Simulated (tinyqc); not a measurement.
# Area and perimeter leakage from two diodes

Inverse problem. A square diode and a finger diode leak I = JA area + JP perimeter. Find JA, JP and the side of the square at which both parts are equal.

areas (um^2): [40000, 54000]
perimeters (um): [800, 22140]
leakage currents (pA): [0.0976, 0.38448000]

Answer. Two linear equations give JA and JP; for a square of side a, JA a^2 = 4 JP a at a = 4 JP/JA.

JA = 2.200e-10 A/cm^2
JP = 1.200e-13 A/cm
side for equal parts = 21.82 um

Computed by the program tinyqc: `OMP_NUM_THREADS=1 python tinyqc.py 2290147 2290148 out.jsonl`, one thread of a shared Intel Xeon 2.30GHz, about 0.01 s for the whole run.
